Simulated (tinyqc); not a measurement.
Concentration-dependent dopant diffusion with charged defects and the built-in field: one step, computed by the program tinyqc. Command: `OMP_NUM_THREADS=1 python tinyqc.py 3028630 3028631 out.jsonl extrinsic walk`. One thread of a shared host (Intel(R) Xeon(R) Processor @ 2.30GHz), about 0.05 s of CPU time with the checks.

A constant source C_s feeds a half space. The dopant moves through neutral point defects and through charged ones, whose number grows with the majority carrier density n.

Question. Diffusivity at the surface. n = C/2 + sqrt(C^2/4 + n_i^2); D(C) = h [Dx + D1 (n/n_i)], h = 1.

Inputs (values chosen for the exercise, modelled on boron in silicon): surface concentration C_s = 2.2e+18 1/cm^3; temperature T = 950 C.

Field enhancement: off.

n_i = 5.352090e+18 1/cm^3

partial diffusivities (cm^2/s): Dx 2.284750e-16, D1 3.456310e-15

intrinsic diffusivity D_i = 3.684785e-15 cm^2/s

Give: n/n_i; field factor h; surface diffusivity D_s; enhancement D_s/D_i.

Answer.

n/n_i = 1.226

field factor h = 1

surface diffusivity D_s = 4.467e-15 cm^2/s

enhancement D_s/D_i = 1.212

C_s is 0.411 times n_i: D_s stays within a factor 1.5 of D_i.
